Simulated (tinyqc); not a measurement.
What moves the results: conductance of a narrow metal strip with scatterers (square lattice, Green functions). A value that a table varies takes the place of the one given here.

A strip of W sites across with hard walls, site energy 0 and hopping -t. Mode n = 1 to W has profile chi_n(j) = sqrt(2/(W + 1)) sin(n j pi/(W + 1)) and energy en = -2t cos(n pi/(W + 1)); E = en - 2t cos(kn a). With z_n = exp(i kn a) (Im k > 0 for closed modes, |z| < 1) each lead gives the self-energy -t z_n in mode n. One column carries the site energies v, here a uniform barrier across the strip, as of a grain boundary. In the mode basis V_nm = sum_j chi_n(j) v_j chi_m(j), G = (E - en + 2 t z_n - V)^-1, and t_nm = 2t sqrt(sin(kn a) sin(km a)) G_nm in size for open modes. T = sum |t_nm|^2, conductance (2e^2/h) T.

Constants: e^2/h = 3.874045865e-05 S.

Inputs chosen for the exercise (hopping and spacing of the size met in Cu or Al; the lattice is a model; not measured data):
- t = 1.95 eV (hopping)
- W = 4 (sites across)
- v = (2.4, 2.4, 2.4, 2.4) eV (site energies in the scattering column)
- a = 2.86 angstrom (spacing)
- E = -4.54 eV (Fermi energy)

## Conductance steps with and without the scatterer

E is varied across the lower half of the band.

Against energy:
```
E/t    E (eV)  open modes       T  reflected
-3.30  -6.435           1  0.4360     0.5640
-2.95  -5.753           1  0.5950     0.4050
-2.65  -5.168           1  0.6596     0.3404
-2.30  -4.485           2  1.1360     0.8640
-1.95  -3.803           2  1.3148     0.6852
-1.65  -3.217           2  1.3849     0.6151
-1.30  -2.535           3  1.5951     1.4049
-0.95  -1.853           3  1.9252     1.0748
-0.65  -1.268           3  2.0066     0.9934
-0.30  -0.585           4  2.1699     1.8301
0.05    0.098           4  2.3594     1.6406
```

The clean strip goes from 1 to 4 open modes. The reflected flux ranges from 0.340 (E/t = -2.65) to 1.830 (E/t = -0.3). A uniform barrier reflects each mode by v^2/(v^2 + (2t sin(kn a))^2), most the slow ones just above their thresholds.

## The same scatterer in wider strips

Width (W + 1) a; the strength is the entry of v largest in size. The barrier spans the width. Added resistance (1/T - 1/M)/(2 e^2/h), M the number of open modes.

Against width:
```
W   width (angstrom)  M       T     T/M  added resistance (ohm)
3               11.4  1  0.6763  0.6763                  6177.8
4               14.3  2  1.1128  0.5564                  5144.6
5               17.2  2  1.3025  0.6513                  3455.5
6               20.0  3  1.5927  0.5309                  3801.3
8               25.7  4  2.0485  0.5121                  3073.9
10              31.5  4  2.6184  0.6546                  1702.5
14              42.9  6  3.8054  0.6342                  1240.5
20              60.1  9  5.4961  0.6107                   914.3
```

The added resistance is 6178 ohm at W = 3 and 914.3 at W = 20; from W = 10 to 20 it changes by a factor 0.54, where 1/M gives 0.44 and 1/M^2 gives 0.20. A barrier across the strip keeps T/M near a constant (0.51 to 0.65 for W of 8 and more), so its resistance goes as 1/width on average, with steps as modes open: resistance times width runs from 53.2 to 79.1 kohm angstrom there.

## What each change does

Open modes M, T and the added resistance (1/T - 1/M)/(2 e^2/h). Each row changes one parameter from the base and keeps the others.

Results:
```
case                             M       T  added resistance (ohm)
base                             2  1.1128                    5145
t = 2.028 eV                     2  1.2159                    4161
E = -4.38 eV                     2  1.1753                    4529
v = (3.12, 3.12, 3.12, 3.12) eV  2  0.8731                    8330
```

The largest shifts from the base row, up to three for each result and ties (the steps differ in size, so this ranks the rows, not the parameters). M: unchanged at the printed digits by t, E and v. T: v -0.2398, t +0.1031, E +0.0624. added resistance (ohm): v +3185, t -983, E -616.

Program tinyqc; command `OMP_NUM_THREADS=1 python tinyqc.py 1480144 1480145 out.jsonl`; about 0.01 s on one thread of a shared Intel(R) Xeon(R) Processor @ 2.30GHz.
